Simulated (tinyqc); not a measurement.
## Thermionic emission over a Gaussian spread of barriers: effect of the spread

Metal on an n-type semiconductor with one parabolic valley; V > 0 is forward bias (metal positive). Patches of barrier height b are spread as a Gaussian with mean phi - r2 V and variance sg^2 + r3 V; each carries A* T^2 exp(-b/Vt) [exp(V/Vt) - 1].

A* = 4 pi q me m0 kB^2/h^3 (times 1e-4 for A/(cm^2 K^2)). At zero bias the mean of exp(-b/Vt) gives phi_ap(0) = phi - sg^2/(2 Vt), J0 = A* T^2 exp(-phi_ap(0)/Vt), and the current is centred on b = phi - sg^2/Vt.

Values chosen for this exercise; band and dielectric values close to those of gallium nitride:
- T = 350 K (temperature)
- me = 0.198 m0 (electron mass)
- phi = 1.08 eV (barrier height seen from the metal)

Constants: q = 1.602176634e-19 C, kB = 1.380649e-23 J/K, h = 6.62607015e-34 J s, m0 = 9.1093837015e-31 kg, Vt = kB T/q. Results are converted to the units shown.

Result of one run:
```
sg (eV),phi_ap(0) (eV),J0 (A/cm^2),barrier that carries most current (eV)
0.116,0.8569,1.335e-6,0.6339
```

What becomes of these results when the standard deviation of the barrier heights sg is changed from 0.116 to 0.097 eV, all else the same?

Result of the changed run:
```
sg (eV),phi_ap(0) (eV),J0 (A/cm^2),barrier that carries most current (eV)
0.097,0.9240,1.443e-7,0.7680
```

The whole series:
```
sg (eV),phi_ap(0) (eV),J0 (A/cm^2),barrier that carries most current (eV)
0.02,1.073,1.020e-9,1.067
0.039,1.055,1.890e-9,1.030
0.059,1.022,5.549e-9,0.9646
0.078,0.9791,2.321e-8,0.8783
0.097,0.9240,1.443e-7,0.7680
0.116,0.8569,1.335e-6,0.6339
0.136,0.7734,2.131e-5,0.4668
```

The apparent barrier falls from 1.07 to 0.773 eV, by sg^2/(2 Vt), and J0 grows by a factor of 20900 over the table. The lowering equals Vt at sg = sqrt(2) Vt = 0.0427 eV. In 3 of the 7 rows sg exceeds 3 Vt, so the current comes from more than three deviations below the mean, a tiny share of the area that a Gaussian of independent patches describes poorly.

Numbers from tinyqc (`OMP_NUM_THREADS=1 python tinyqc.py 2640161 2640162 out.jsonl`; about 0.01 s on one thread of a shared Intel Xeon 2.30GHz).
